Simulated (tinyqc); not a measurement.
Gas flow in a process chamber: flow regimes, conductance, effective pumping speed, pump-down, outgassing and purge: one step, computed by the program tinyqc. Command: `OMP_NUM_THREADS=1 python tinyqc.py 3120304 3120305 out.jsonl pump walk`. One thread of a shared host (Intel(R) Xeon(R) Processor @ 2.30GHz), about 0.07 s of CPU time with the checks.

Ideal gas, isothermal flow, a pump of constant speed at the end of a round pipe; process gas, volume gas and outgassing are given the same properties. 1 sccm = 101325 Pa x 1e-6 m^3/60 s x T/273.15 K.

Problem. Purging a well-mixed chamber. With steady flow a contaminant decays as exp(-t/residence time); gas used = flow x time.

Inputs (values chosen for the exercise, modelled on nitrogen near room temperature): temperature T = 293 K; process gas flow = 5 sccm.

residence time = 0.2362972 s

Give: time to dilute 1e3 times; time to dilute 1e6 times; gas used for 1e6.

Solution.

time to dilute 1e3 times = 1.632 s

time to dilute 1e6 times = 3.265 s

gas used for 1e6 = 0.2720 standard cm^3
